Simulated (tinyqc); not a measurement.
Inside a calculation. Method: Hubbard chain of 6 sites. Computed by tinyqc, a small Python program that keeps every step. Settings: hopping = 1.45, U = 8.7, mixing = 0.5, iteration cap = 66. Command: `OMP_NUM_THREADS=1 python tinyqc.py 22125 22126 out.jsonl` (the two numbers bound the seeds that draw the settings). One thread of a shared host (Intel(R) Xeon(R) Processor @ 2.60GHz), about 0.3 s of CPU time with the checks. Later iterations appear only in the table of the cycle.

## Mean-field iteration 1

one-body matrix (hopping and site energies) (eV), lower triangle:
```
         1        2        3        4        5       6
1   0.0000
2  -1.4500   0.0000
3   0.0000  -1.4500   0.0000
4   0.0000   0.0000  -1.4500   0.0000
5   0.0000   0.0000   0.0000  -1.4500   0.0000
6   0.0000   0.0000   0.0000   0.0000  -1.4500  0.0000
```

U = 8.7000 eV

electrons, up and down: 3  3

mixing = 0.5000

n(up) at the start (a guess, not normalised): 1 0.8000, 2 0.2000, 3 0.8000, 4 0.2000, 5 0.8000, 6 0.2000

n(down) at the start (a guess): 1 0.2000, 2 0.8000, 3 0.2000, 4 0.8000, 5 0.2000, 6 0.8000

H(up) = T + U n(down), H(down) = T + U n(up); fill the lowest levels; n(new) = n + mixing (n(out) - n); E = tr T (rho up + rho down) + U sum n_up n_down of the output.

levels, up (eV): 0.6569  1.1749  1.6614  7.0386  7.5251  8.0431

levels, down (eV): 0.6569  1.1749  1.6614  7.0386  7.5251  8.0431

energy = -2.0969 eV

n(up) after iteration 1: 1 0.8726, 2 0.1506, 3 0.8528, 4 0.1472, 5 0.8494, 6 0.1274

n(down) after iteration 1: 1 0.1274, 2 0.8494, 3 0.1472, 4 0.8528, 5 0.1506, 6 0.8726

## Mean-field iteration 2

As before.

levels, up (eV): 0.3058  0.7389  1.1421  7.5579  7.9611  8.3942

levels, down (eV): 0.3058  0.7389  1.1421  7.5579  7.9611  8.3942

energy = -2.2753 eV

n(up) after iteration 2: 1 0.9157, 2 0.1149, 3 0.8883, 4 0.1117, 5 0.8851, 6 0.0843

n(down) after iteration 2: 1 0.0843, 2 0.8851, 3 0.1117, 4 0.8883, 5 0.1149, 6 0.9157

## Convergence

Each step fills the lowest levels of T + U n(other spin) and sets n(new) = n + mixing (n(out) - n); stop when output and input agree to 1e-8.

Course of the cycle:
```
iteration     E (eV)  largest |n(out) - n(in)|  mean |n_up - n_down|
1          -2.096882                  1.45e-01                0.8332
2          -2.275333                  8.62e-02                0.8689
3          -2.333544                  4.95e-02                0.8871
4          -2.352674                  2.93e-02                0.8968
5          -2.359054                  1.79e-02                0.9021
6          -2.361209                  1.08e-02                0.9051
7          -2.361943                  6.43e-03                0.9069
8          -2.362194                  3.82e-03                0.9079
9          -2.362280                  2.26e-03                0.9084
10         -2.362310                  1.33e-03                0.9088
11         -2.362321                  7.86e-04                0.9090
...              ...                       ...                   ...
23         -2.362326                  1.49e-06                0.9093
24         -2.362326                  8.84e-07                0.9093
25         -2.362326                  5.23e-07                0.9093
26         -2.362326                  3.10e-07                0.9093
27         -2.362326                  1.83e-07                0.9093
28         -2.362326                  1.08e-07                0.9093
29         -2.362326                  6.41e-08                0.9093
30         -2.362326                  3.79e-08                0.9093
31         -2.362326                  2.24e-08                0.9093
32         -2.362326                  1.32e-08                0.9093
33         -2.362326                  7.82e-09                0.9093
```

local moments n_up - n_down: 1 0.9445, 2 -0.8908, 3 0.8925, 4 -0.8925, 5 0.8908, 6 -0.9445

Converged in 33 iterations. Before convergence this energy mixes input and output and is not variational, so it may rise towards its limit.

## Exact diagonalisation (400 states)

Lowest levels of the sector, and the double occupancy of the lowest state.

lowest levels (eV): -3.2867  -2.8575  -2.3608  -2.1683  -2.0133  -1.8795

double occupancy per site = 0.0522

The mean-field solution above lies 0.9244 eV above the exact energy.

## The lowest level by Lanczos steps

From a random start vector (not printed): a_j = <q_j|H|q_j>, b_j = norm of the remainder after orthogonalising; the Ritz value is the lowest eigenvalue of the tridiagonal matrix of a and b so far.

Lanczos:
```
j   a_j (eV)  b_j (eV)  lowest Ritz value (eV)
1    10.9413    7.6645               10.941288
2    13.1196    8.1937                4.288962
3    13.6021    9.6733                1.428910
4    10.9638    7.4195               -1.189449
5    11.5373    6.9968               -2.392577
6    13.7355    8.3237               -2.755661
7    12.9920    9.5226               -2.922573
8    12.7419    7.9083               -3.086765
9    14.3268    6.8504               -3.201338
10   14.4278    8.5773               -3.237976
```
